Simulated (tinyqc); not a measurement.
# Carrier lifetime of an n-type layer with SRH, radiative, Auger and surface recombination, step by step

tinyqc, about 0.01 s, one thread, Intel Xeon 2.30GHz (shared host): `OMP_NUM_THREADS=1 python tinyqc.py 2300104 2300105 out.jsonl` Printed values are rounded.

Uniform excess density dn = dp (no trapping), n = n0 + dn, p = p0 + dn, Boltzmann statistics, full ionisation. Surfaces enter as a rate 2 S dn/d, which holds while diffusion to them is fast.

Parameters, values chosen for the exercise; band and dielectric values those of a made-up semiconductor:

| symbol | value | unit | meaning |
|---|---|---|---|
| T | 400 | K | temperature |
| Eg | 1.29 | eV | band gap |
| Nc | 8.01e17 | cm^-3 | conduction-band density of states at T |
| Nv | 1.46e19 | cm^-3 | valence-band density of states at T |
| B | 6.59e-10 | cm^3/s | radiative coefficient |
| N | 3.2e14 | cm^-3 | donor density |
| Cn | 4.5e-30 | cm^6/s | Auger coefficient (two electrons) |
| Cp | 1e-30 | cm^6/s | Auger coefficient (two holes) |
| Nt | 8.4e11 | cm^-3 | trap density |
| sn | 2e-14 | cm^2 | capture cross-section for electrons |
| sp | 2e-17 | cm^2 | capture cross-section for holes |
| vth | 2.1e7 | cm/s | thermal velocity (both carriers) |
| Et | 0.39 | eV | trap level below the conduction band |
| S | 1000 | cm/s | surface recombination velocity (both faces) |
| d | 4 | um | sample thickness |
| G | 2.8e24 | cm^-3 s^-1 | generation rate |

Constants: q = 1.602176634e-19 C, kB = 1.380649e-23 J/K, Vt = kB T/q. Results are converted to the units shown.

## Equilibrium densities and SRH constants

ni = sqrt(Nc Nv) exp(-Eg/(2 Vt)), Eg in volts; majority density N/2 + sqrt(N^2/4 + ni^2), n0 p0 = ni^2; n1 = Nc exp(-Et/Vt), p1 = Nv exp((Et - Eg)/Vt); tn0 = 1/(sn vth Nt), tp0 = 1/(sp vth Nt).

ni = 2.55476e10 cm^-3
n0 = 3.20000e14 cm^-3
p0 = 2.03963e6 cm^-3
n1 = 9.76897e12 cm^-3
p1 = 6.68116e7 cm^-3
tn0 = 2.83447e-6 s
tp0 = 0.00283447 s

## Starting value

dn = 3e15 cm^-3.

dn at the start = 3e15 cm^-3

## Iteration 1: new dn

With e = n p - ni^2 = dn (n0 + p0 + dn): U_SRH = e/(tp0 (n + n1) + tn0 (p + p1)), U_rad = B e, U_Aug = (Cn n + Cp p) e, U_s = 2 S dn/d. Newton step on ln U(ln dn) = ln G, U the sum: k = d ln U/d ln dn (central difference over factors 1.0001), dn(new) = dn (G/U)^(1/k).

U_SRH = 1.05434e18 cm^-3 s^-1
U_rad = 6.56364e21 cm^-3 s^-1
U_Aug = 1.78682e17 cm^-3 s^-1
U_s = 1.5e22 cm^-3 s^-1
k = 1.27505
dn after iteration 1 = 1.36345e17 cm^-3

## Iteration 2: new dn

As before.

U_SRH = 4.80511e19 cm^-3 s^-1
U_rad = 1.22795e25 cm^-3 s^-1
U_Aug = 1.40001e22 cm^-3 s^-1
U_s = 6.81725e23 cm^-3 s^-1
k = 1.94631
dn after iteration 2 = 6.20119e16 cm^-3

## Iteration 3: new dn

As before.

U_SRH = 2.18526e19 cm^-3 s^-1
U_rad = 2.54724e24 cm^-3 s^-1
U_Aug = 1.32389e21 cm^-3 s^-1
U_s = 3.10059e23 cm^-3 s^-1
k = 1.88741
dn after iteration 3 = 6.13345e16 cm^-3

## Course of the iteration

Stop when the step is below 1e-10 of the value, or after 40 iterations.

Course of the iteration:
```
iteration  dn before the step (cm^-3)  step (cm^-3)
1                                3e15       1.33e17
2                          1.36345e17      -7.43e16
3                          6.20119e16      -6.77e14
4                          6.13345e16      -1.98e11
5                          6.13343e16       -1.73e4
```

Converged in 5 iterations.

## Lifetime, shares and quasi-Fermi splitting

converged dn = 6.13343e16 cm^-3

With e = n p - ni^2 = dn (n0 + p0 + dn): U_SRH = e/(tp0 (n + n1) + tn0 (p + p1)), U_rad = B e, U_Aug = (Cn n + Cp p) e, U_s = 2 S dn/d. tau = dn/U, shares of U, splitting Vt ln(n p/ni^2), radiative efficiency U_rad/U.

tau = 2.19051e-8 s
shares (%): SRH 0.0008, radiative 89.0009, Auger 0.0458, surface 10.9526
quasi-Fermi splitting = 1.01298 V

Radiative recombination takes the largest share. dn is 190 times the doping: high injection.
